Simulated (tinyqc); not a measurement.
Defect equilibria of an oxide against oxygen pressure (mass action): one step, computed by the program tinyqc.

Defects: oxygen vacancies V (charge +2), electrons n, holes p, the ionic partner X = V_M'' (charge -2), and the dopant. Activities are taken equal to concentrations.

Task: Conductivities. sigma_n = e n mu_n, sigma_p = e p mu_p, sigma_ion = 2 e [V] mu_V with mu_V = 2 e D/(k_B T) and D = D_0 exp(-E_m/k_B T); only the oxygen vacancies carry ionic current, and the ionic transport number is sigma_ion over the total.

Inputs (values chosen for the exercise, for a model oxide):
```
quantity                         value        unit
temperature T                      900           K
electron mobility mu_n             2.8  cm^2/(V s)
hole mobility mu_p                0.57  cm^2/(V s)
vacancy diffusion prefactor D_0  0.002      cm^2/s
vacancy migration energy E_m      0.94          eV
```

Ionic disorder: Schottky, oxide MO. Dopant (singly charged, fully ionised): donor.

n = 9.799980e+18 cm^-3

[V] = 1.678361e+09 cm^-3

p = 6.017936e+08 cm^-3

Constants: k_B = 8.617333262e-05 eV/K; e = 1.602176634e-19 C.

Give: sigma_n; sigma_p; sigma_ion; total conductivity; ionic transport number.

Result:

sigma_n = 4.3964 S/cm

sigma_p = 5.4958e-11 S/cm

sigma_ion = 1.5111e-16 S/cm

total conductivity = 4.3964 S/cm

ionic transport number = 3.4372e-17

The conductor is mainly n-type electronic here. Caution: X far outnumbers the oxygen vacancies, so the ionic conductivity given leaves out the majority ionic defect.
